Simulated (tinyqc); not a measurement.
Frequency dispersion of an accumulation capacitance by border traps, distributed model: one step of the calculation.

Traps spread evenly through the insulator exchange electrons with the semiconductor by tunnelling, with tau(x) = t0 exp(2 ka x) at depth x from the interface. The admittance per area Y seen at depth x obeys dY/dx = -Y^2/(i w eps0 eox) + q Nb ln(1 + i w tau)/tau, with Y(0) = i w Cs and w = 2 pi f; the gate sees Y(tox) = G + i w C. Working variable y = Y/(i w), in uF/cm^2. Cox = eps0 eox/tox.

Task. Scales and lumped estimate. Cox; trap-free value 1/(1/Cox + 1/Cs); response depth d = ln(1/(w t0))/(2 ka), where w tau = 1; lumped estimate: all traps within d act as C_bt = q Nb d placed at d/2, so C = 1/{1/[1/(1/Cs + d/(2 eps0 eox)) + C_bt] + (tox - d/2)/(eps0 eox)}.

Values chosen for this exercise; permittivity close to that of zirconium oxide: relative permittivity of the insulator eox = 21.4; insulator thickness tox = 9.5 nm; semiconductor capacitance in accumulation Cs = 1.9 uF/cm^2; density of border traps Nb = 7.9e18 cm^-3 eV^-1; decay constant of the wave function in the insulator ka = 5.5 1/nm; time constant of a trap at the interface t0 = 5e-11 s; frequency f = 100 Hz.

Constants: q = 1.602176634e-19 C, eps0 = 8.8541878128e-14 F/cm where lengths are in cm. Results are converted to the units shown.

Wanted: Cox; trap-free C; d; C_bt; lumped C.

Result.

Cox = 1.9945 uF/cm^2
trap-free C = 0.97306 uF/cm^2
d = 1.5705 nm
C_bt = 0.19879 uF/cm^2
lumped C = 1.0308 uF/cm^2

The traps within reach amount to 0.105 Cs and lie in the first 16.5 % of the insulator.

Program tinyqc, `OMP_NUM_THREADS=1 python tinyqc.py 2202005 2202006 out.jsonl`; Intel Xeon 2.30GHz, shared host, one thread, about 0.5 s.
